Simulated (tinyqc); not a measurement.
Strain, valley repopulation and piezoresistance in a many-valley conduction band: one step, computed by the program tinyqc.

Valleys are ellipsoids with mass m_l along the axis a and m_t across it, parabolic, with one constant relaxation time; strain shifts the valleys and leaves the masses alone. Currents are taken along [110], along the load, and along [001], across the load.

Task: Valley shifts. Herring-Vogt shift of a valley with unit axis a: dE = Xi_d tr(e) + Xi_u a.e.a.

Inputs (values chosen for the exercise, for a model crystal): shear deformation potential Xi_u = 8.9 eV; dilation deformation potential Xi_d = 0.9 eV.

Valley axes: <100> (6 valleys in 3 pairs). Load: uniaxial [110].

strain tensor (%), rows x, y, z:
```
[[0.01102227, 0.01233766, 0.00000000],
 [0.01233766, 0.01102227, 0.00000000],
 [0.00000000, 0.00000000, -0.00838529]]
```

Constants: k_B = 8.617333262e-05 eV/K.

Give: shifts dE; splitting (highest minus lowest).

Result:

shifts dE (meV): x 1.104, y 1.104, z -0.623

splitting (highest minus lowest) = 1.727 meV
